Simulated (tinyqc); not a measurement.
Heavy doping: gap narrowing, degeneracy and the minority density, step by step. Values are carried at full precision from step to step, so a last printed digit may differ when a step is redone from the rounded ones.

Empirical narrowing (Slotboom form, constants chosen for the exercise; published fits of this form give the apparent narrowing, here it is taken as the true one): dEg = E0 [ln(N/N0) + sqrt(ln(N/N0)^2 + C)].

Constants: kB = 8.617333262e-05 eV/K; e^2/(4 pi eps0) = 14.39964547 eV angstrom.

Values chosen for the exercise (gap and densities of states near those of Si at this temperature; narrowing constants near the fits for Si; shifted at random, so the results belong to these values and not to a real crystal):
```
symbol  value     unit    meaning
N       3.3e+18   1/cm^3  ionised acceptors, equal to the majority density
E0      7.45      meV     narrowing scale
N0      9e+16     1/cm^3  onset density
C       0.5               smoothing constant
Nv      1.81e+19  1/cm^3  valence-band density of states
Eg      1.09      eV      gap
Nc      4.21e+19  1/cm^3  conduction-band density of states
T       400       K
eps     11.6              dielectric constant
Mv      1                 majority valleys
```

## Gap narrowing

Evaluate at N.

ln(N/N0) = 3.6019
dEg (empirical fit) = 54.18 meV

Well above N0 each decade of doping adds 2 E0 ln 10 = 34.3 meV.

## Degeneracy of the majority band

F_j(eta) = (1/Gamma(j + 1)) integral_0^infinity x^j dx/(1 + exp(x - eta)), which tends to exp(eta) for eta << 0.

Majority: N = Nv F_1/2(eta), eta the distance of EF beyond the majority band edge in kT. Degeneracy factor gam = F_1/2(eta)/exp(eta). ni0^2 = Nc Nv exp(-Eg/kT); product n p = ni0^2 gam exp(dEg/kT), dEg the true narrowing; apparent narrowing dEa = dEg + kT ln gam; minority density = n p/N.

Solve for eta and form gam.

N/Nv = 0.1823
eta = -1.6377
gam = 0.9377

## Product and minority density

Combine both effects.

ni0 = 3.75e+12 1/cm^3
exp(dEg/kT) = 4.82
dEa = 52.0 meV
sqrt(n p) = 7.97e+12 1/cm^3
minority density = 1.93e+07 1/cm^3

Narrowing multiplies the product by 4.82 and degeneracy by 0.938; together they change the minority density by a factor 4.52 against ni0^2/N.

## Two estimates of the size

Two physical estimates, e2 = e^2/(4 pi eps0), N in 1/angstrom^3: exchange shift at the Fermi level, Ex = (e2/eps) kF/pi with kF = (3 pi^2 N/Mv)^(1/3); screened-pair energy (Lanyon-Tuft), Es = (3/4)(e2/eps) qs with qs^2 = (4 pi e2 N/(eps kT)) F_-1/2(eta)/F_1/2(eta).

Evaluate both at N.

kF = 0.04606 1/angstrom
Ex = 18.20 meV
Es = 34.88 meV

Against the fitted dEg = 54.2 meV, Ex is 0.34 and Es 0.64 times as large; each keeps one mechanism only, and Ex assumes a strongly degenerate gas, while here eta is only -1.64.

## Checks

- Minority density against the Boltzmann occupation of the other band at the narrowed gap (1/cm^3): both 1.926e+07.

Program tinyqc; command `OMP_NUM_THREADS=1 python tinyqc.py 1651012 1651013 out.jsonl`; about 0.01 s on one thread of a shared Intel(R) Xeon(R) Processor @ 2.30GHz.
